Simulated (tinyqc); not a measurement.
Layer against dose: implant damage, amorphisation by cascade overlap, and solid-phase epitaxial regrowth. Computed by tinyqc, a small Python program. Command: `OMP_NUM_THREADS=1 python tinyqc.py 3111647 3111648 out.jsonl sper walk`. One thread of a shared host (Intel(R) Xeon(R) Processor @ 2.30GHz), about 0.01 s of CPU time with the checks.

Range and width of the damage are inputs. Dynamic annealing enters only through the surviving share f.

Inputs (values chosen for the exercise, modelled on arsenic ions in silicon):
```
quantity,value,unit
atomic density N,49.9,1/nm^3
ion Z1,33,-
ion mass M1,74.9,u
target Z2,14,-
target mass M2,28.09,u
ion energy E,28,keV
displacement energy E_d,13,eV
depth of the damage peak R_d,18,nm
width of the damage profile s_d,9.7,nm
share of defects that survive f,0.9,-
critical displaced share x_c,0.2,-
dose Q,6.6e+14,1/cm^2
```

Constants: a_0 = 0.529177210903 angstrom; e^2/(4 pi eps_0) = 14.39964548 eV angstrom.

Method. Robinson partition: eps = E a M2/(Z1 Z2 (e^2/(4 pi eps_0)) (M1 + M2)), a = 0.8853 a_0/sqrt(Z1^(2/3) + Z2^(2/3)); k = 0.0793 Z1^(2/3) Z2^(1/2) (M1 + M2)^(3/2)/((Z1^(2/3) + Z2^(2/3))^(3/4) M1^(3/2) M2^(1/2)); damage energy T_d = E/(1 + k (eps + 0.40244 eps^(3/4) + 3.4008 eps^(1/6))); displacements nu = 0.8 T_d/(2 E_d). Displaced share x(z) = f nu Q exp(-(z - R_d)^2/(2 s_d^2))/(sqrt(2 pi) s_d N); the layer is amorphous where x > x_c, between R_d -/+ s_d sqrt(2 ln(x_max/x_c)), the upper edge being cut at the surface. Threshold dose Q_c = Q x_c/x_max.

threshold dose Q_c = 4.09007e+13 1/cm^2

displacements per ion nu = 659.203

Dose series; the last column is f nu Q erfc((z2 - R_d)/(sqrt2 s_d))/2:
```
Q (1/cm^2),x_max,upper edge (nm),lower edge (nm),displaced atoms beyond z2 (1/cm^2)
4.50e+13,0.220,13.760,22.240,8.8377e+15
6.14e+13,0.300,9.256,26.744,6.6913e+15
1.02e+14,0.499,4.887,31.113,5.3376e+15
1.64e+14,0.802,1.834,34.166,4.6509e+15
2.86e+14,1.399,0.000,37.131,4.1218e+15
4.91e+14,2.401,0.000,39.626,3.7551e+15
1.02e+15,4.988,0.000,42.602,3.3898e+15
2.05e+15,10.024,0.000,45.141,3.1268e+15
```

What follows from these numbers?

A dose 46 times larger moves the lower edge from 22.2 to 45.1 nm, as the root of a logarithm, and the damage beyond it falls by a factor 2.8, since the edge lies on an ever steeper tail. The layer reaches the surface at Q_c exp(R_d^2/(2 s_d^2)) = 2.29e14 per cm^2.

Extremes, crossings and ranges named in words are read from the listed rows.
